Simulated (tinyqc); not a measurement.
Scaling with the misfit: strain-driven roughening and islands of a mismatched epitaxial film. Computed by tinyqc, a small Python program. Command: `OMP_NUM_THREADS=1 python tinyqc.py 3012770 3012771 out.jsonl island walk`. One thread of a shared host (Intel(R) Xeon(R) Processor @ 2.30GHz), about 0.01 s of CPU time with the checks.

Film and substrate share isotropic elastic constants; the film is coherent and biaxially strained.

Inputs (values chosen for the exercise, modelled on In(0.5)Ga(0.5)As on GaAs):
```
quantity                                      value       unit
misfit |f|                                   0.0363          -
shear modulus G                                38.6        GPa
Poisson ratio nu                                0.3          -
surface energy gamma                          0.772      J/m^2
contact angle of the shallow shape theta_1      9.6    degrees
contact angle of the steep shape theta_2       22.8    degrees
facet energy of shape 1 over gamma           0.9958          -
facet energy of shape 2 over gamma             1.04          -
surface mobility D_s nu_s Omega^2/(k_B T)   2.5e-34  m^6/(J s)
```

Transport: surface diffusion.

Constants: e = 1.602176634e-19 C.

Method:
- M = 2 G (1 + nu)/(1 - nu); stress = M f; energy density w = M f^2.
- A ripple A cos(k x) has the surface chemical potential per volume [gamma k^2 - 2 (1 + nu) w k] A cos(k x), so k_c = 2 (1 + nu) w/gamma. With surface diffusion the amplitude grows at the rate q = B k^2 [2 (1 + nu) w k - gamma k^2], fastest at k_m = (3/4) k_c. B is the surface mobility.
- Shallow faceted island (Tersoff form): E = 4 Gam V^(2/3) tan^(1/3)(theta) - 6 c V tan(theta), Gam = gamma [x/sin(theta) - 1/tan(theta)], x the facet energy over gamma, c = stress^2 (1 - nu)/(2 pi G).
- The barrier is the maximum of E, at V_c = [4 Gam/(9 c)]^3 / tan^2(theta) (1 GPa nm = 1 J/m^2).
- V_c = [4 Gam/(9 c)]^3/tan^2(theta), barrier = (4/3) Gam V_c^(2/3) tan^(1/3)(theta); the growth time is 1/q at k_m.

fastest wavelength = 13.1670 nm

growth time 1/q at k_m = 0.299772 s

critical volume, shape 1 = 0.600452 nm^3

barrier, shape 1 = 0.148661 eV

Misfit scaled at fixed constants:
```
|f| (%)  fastest wavelength (nm)  growth time (s)  V_c of shape 1 (nm^3)  barrier of shape 1 (eV)
0.9075                    210.67       1.9646e+04             2.4595e+03               3.8057e+01
1.2705                    107.49       1.3312e+03             3.2664e+02               9.9066e+00
1.8150                     52.67       7.6742e+01             3.8429e+01               2.3786e+00
2.5410                     26.87       5.2000e+00             5.1038e+00               6.1916e-01
3.6300                     13.17       2.9977e-01             6.0045e-01               1.4866e-01
5.0820                      6.72       2.0313e-02             7.9746e-02               3.8698e-02
```

What follows from these numbers?

Halving the misfit stretches the wavelength 4 times, the barrier 16 times, the volume 64 times and the time 256 times: f^(-2), f^(-4), f^(-6), f^(-8). Over these rows the time spans 6.0 decades: strongly mismatched films tend to roughen first, while dilute alloys have time to stay flat. Rows with wavelengths under 10 nm or volumes under 5 nm^3 are beyond the continuum picture. Caution: a critical volume below 1 nm^3 holds fewer than a hundred atoms, so a continuum barrier there has no physical meaning.

Extremes, crossings and ranges named in words are read from the listed rows.
